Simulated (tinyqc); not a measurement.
Comparisons within one model: trap in a gate oxide as a short-range spherical well. A value that a table varies takes the place of the one given here.

A spherical well of radius R and depth V0 below the conduction edge, one mass m, c = hbar^2/2m0. The s level at binding Et solves k cot(k R) = -kappa with k = sqrt(m (V0 - Et)/c), kappa = sqrt(m Et/c); it exists for V0 > Vc = c (pi/2R)^2/m. Outside, psi falls as exp(-kappa r)/r.

Lucovsky model (delta well, plane-wave final states, no local-field factor): sigma = (32 pi alpha c/(3 n_r m Et)) (x - 1)^(3/2)/x^3, x = h nu/Et, c = hbar^2/2m0; 1 angstrom^2 = 1e-16 cm^2.

Energies from the conduction edge of the channel. The trap level at depth x is E_T = dEc - Et - e Fox x (1 MV/cm = 0.01 eV/angstrom). An electron at the channel edge tunnels with the WKB exponent S = (4/3) sqrt(m/c) [dEc^(3/2) - (dEc - e Fox x)^(3/2)]/(e Fox), c = hbar^2/2m0; tau = t0 exp(S); the occupation is f = 1/(1 + exp((E_T - EF)/kB T)), tau_c = tau/f and tau_e = tau/(1 - f). Lattice relaxation is left out; a level below the channel edge needs phonons as well, so tau is then a lower bound, while a level above it can also empty elastically at its own energy, through a thinner barrier, faster than this tau.

Constants: hbar^2/2m0 = 3.80998211 eV angstrom^2; fine-structure constant alpha = 0.007297352564; kB = 8.617333262e-05 eV/K.

Values chosen for the exercise (near those of SiO2 on 4H SiC; not measured data):
- R = 2.7 angstrom (radius of the well)
- m = 0.466 m0 (mass)
- fV = (1.03, 1.15, 1.3, 1.54, 2.32, 2.89, 6.95) (V0/Vc)
- n_r = 1.45 (refractive index)
- xs = (1.11, 1.28, 1.46, 1.75, 2.19, 2.85, 3.67, 7.31) (photon energies h nu/Et)
- dEc = 2.7 eV (conduction offset to the channel)
- Fox = 4.2 MV/cm (oxide field, lowering levels away from the channel)
- t0 = 2.8 x 1e-11 s (time constant at the interface)
- T = 300 K (temperature)
- EF = 0.1 eV (Fermi level above the channel edge)
- ds = (2, 5, 8, 11, 14, 17, 20) angstrom (depths)
- V0 = 8.04 eV (depth of the well)
- x = 10 angstrom (depth of the trap)

## From threshold to a deep level

Et against the depth at fixed R; near threshold Et = (pi^2/16)(V0 - Vc)^2/Vc.

Results:
```
V0/Vc  V0 (eV)   Et (eV)  threshold form (eV)  1/kappa (angstrom)  share outside
1.03     2.850  0.001503             0.001536                73.7          0.964
1.15     3.182   0.03463              0.03841                15.4          0.841
1.30     3.597    0.1263               0.1536                 8.0          0.722
1.54     4.262    0.3592               0.4978                 4.8          0.585
2.32     6.420     1.548                2.974                 2.3          0.349
2.89     7.997     2.648                6.098                 1.8          0.264
6.95    19.232     12.25                60.43                 0.8          0.084
```

What can be read from the table?

The threshold form holds to 10 % up to V0/Vc = 1.03 of those listed. There the state is mostly outside the well (96 % in the first row) and knows only Et, which is why a delta-well model works; more than half is inside from V0/Vc = 2.32 on. A second s level would need V0/Vc > 9. From V0/Vc = 6.95 on Et exceeds the gap of the host, about 9 eV, so those rows only show the model.

## Neutral against charged centre

Et = 2.67959 eV

Lucovsky cross-section, its shape relative to the peak, and the shape of a hydrogen-like centre relative to threshold: x^-4 exp(4 - 4 atan(e)/e)/(1 - exp(-2 pi/e)), e = sqrt(x - 1).

Results:
```
x     h nu (eV)  sigma (1e-18 cm^2)  relative to peak  hydrogen-like
1.11      2.974                1.37             0.213          0.756
1.28      3.430                3.64             0.565          0.514
1.46      3.912                5.16             0.802          0.358
1.75      4.689                6.24             0.970          0.216
2.19      5.868                6.36             0.989          0.114
2.85      7.637                5.59             0.870          0.053
3.67      9.834                4.54             0.706          0.025
7.31     19.588                2.09             0.325          0.003
```

What does this show?

The short-range centre starts from zero, reaches half its peak at x = 1.24 and peaks at x = 2; in the last row it still has 32 % of the peak. The Coulomb centre is largest at threshold and is down to 0.3 % there. Reading the peak as the threshold would misplace the level by a factor 2, here 2.68 eV. Rows above the gap, about 9 eV, are hidden by band-to-band absorption.

## Depth of the trap

Each depth has its own level and time; the corner frequency is 1/(2 pi tau).

Results:
```
x (angstrom)  E_T (eV)      S  tau (s)  corner (Hz)      f
2               -0.064   2.28  2.7e-10      5.8e+08  0.998
5               -0.190   5.63  7.8e-09      2.0e+07  1.000
8               -0.316   8.90  2.1e-07      7.7e+05  1.000
11              -0.442  12.09  5.0e-06      3.2e+04  1.000
14              -0.568  15.18  0.00011      1.5e+03  1.000
17              -0.694  18.18   0.0022           72  1.000
20              -0.820  21.09    0.041          3.9  1.000
```

How do the results move?

tau spans 8.2 decades, one decade for each 2.06 angstrom at the start and 2.37 at the end, where the field has thinned the barrier. Traps spread evenly in depth are thus spread nearly evenly in ln tau; if levels near EF exist at every depth, this sums to 1/f noise and to charging that grows as ln t. With the single Et of this table only depths where f is neither 0 nor 1 contribute. The level stays below EF at all these depths.

## What each parameter does

Et from the well, then the level and the time. Each row changes one parameter from the base and keeps the others.

Results:
```
case             Et (eV)  E_T (eV)  log10 tau (s)  ln(tau_c/tau_e)
base               2.680    -0.400          -5.76            -19.3
x = 12 angstrom    2.680    -0.484          -4.85            -22.6
Fox = 5.2 MV/cm    2.680    -0.500          -5.81            -23.2
dEc = 2.48 eV      2.680    -0.620          -5.98            -27.8
m = 0.513 m0       2.989    -0.709          -5.52            -31.3
V0 = 8.44 eV       2.978    -0.698          -5.76            -30.9
T = 350 K          2.680    -0.400          -5.76            -16.6
EF = 0.15 eV       2.680    -0.400          -5.76            -21.3
```

What can be read from the table?

The largest shifts from the base row, up to three for each result and ties (the steps differ in size, so this ranks the rows, not the parameters). Et (eV): m +0.310, V0 +0.298; unchanged at the printed digits by x, Fox, dEc, T and EF. E_T (eV): m -0.310, V0 -0.298, dEc -0.220; unchanged at the printed digits by T and EF. log10 tau (s): x +0.91, m +0.24, dEc -0.22; unchanged at the printed digits by V0, T and EF. ln(tau_c/tau_e): m -12.0, V0 -11.5, dEc -8.5.

(tinyqc, `OMP_NUM_THREADS=1 python tinyqc.py 1281581 1281582 out.jsonl`, Intel(R) Xeon(R) Processor @ 2.30GHz, 1 thread, shared host, about 0.01 s.)
